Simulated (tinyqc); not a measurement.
# Surface Green function of a chain with one s and one p orbital a site, Sancho-Rubio decimation: densities of states against energy

A semi-infinite lead of cells 0, 1, 2, ... with H0 inside a cell and H1 = <cell i|H|cell i + 1>. H1 = [[-vss, vsp], [-vsp, vpp]]. z = E + i eta.

Start with e_s = e = H0, a = H1, b = H1^dagger. Each round: g = (z - e)^(-1); e_s <- e_s + a g b; e <- e + a g b + b g a; a <- a g a; b <- b g b (all with the old a, b). Round k joins cells 2^k apart. Stop when the largest entry of the matrices a and b is below 1e-12 eV; g_s = (z - e_s)^(-1), bulk (z - e)^(-1), density of states -Im Tr/pi. Here eta = 0.01 eV. Open modes are the crossings of E with the bands of H0 + H1 exp(ik) + H1^dagger exp(-ik) for 0 < k < pi.

H0 (eV):
```
       s     p
s  -2.23     0
p      0  0.37
```

H1 (eV):
```
       s     p
s     -1  0.83
p  -0.83  1.08
```

Result of one run:
```
E (eV)  open modes  rounds  surface (1/eV)  bulk (1/eV)
-3.3             1      12          0.3635       0.2728
```

What becomes of these results when the energy E is changed from -3.3 to -3.98 eV, all else the same?

Result of the changed run:
```
E (eV)  open modes  rounds  surface (1/eV)  bulk (1/eV)
-3.98            1      11          0.2404       0.4366
```

The whole series:
```
E (eV)  open modes  rounds  surface (1/eV)  bulk (1/eV)
-4.65            0       6        0.001776     0.004119
-3.98            1      11          0.2404       0.4366
-3.3             1      12          0.3635       0.2728
-2.63            1      12          0.3264       0.2775
-1.95            1      11          0.1524       0.5115
-1.27            0       6         0.02435     0.003782
-0.6             0       6         0.01508     0.005174
0.08             1      12          0.1814       0.3605
0.75             1      12          0.2978       0.2435
1.43             1      12          0.3280       0.2389
2.11             1      12          0.2537       0.3255
2.78             0       6        0.002430     0.008141
```

The bands of the infinite lead run over -4.23 to -1.79, -0.230 to 2.53 eV. The rounds lie between 6 and 12, 6.0 on average outside the bands and 11.8 inside. The surface density of states is largest at E = -3.3 eV among the rows (0.364 1/eV, bulk 0.273).

Program tinyqc, `OMP_NUM_THREADS=1 python tinyqc.py 2680026 2680027 out.jsonl`; Intel Xeon 2.30GHz, shared host, one thread, about 0.05 s.
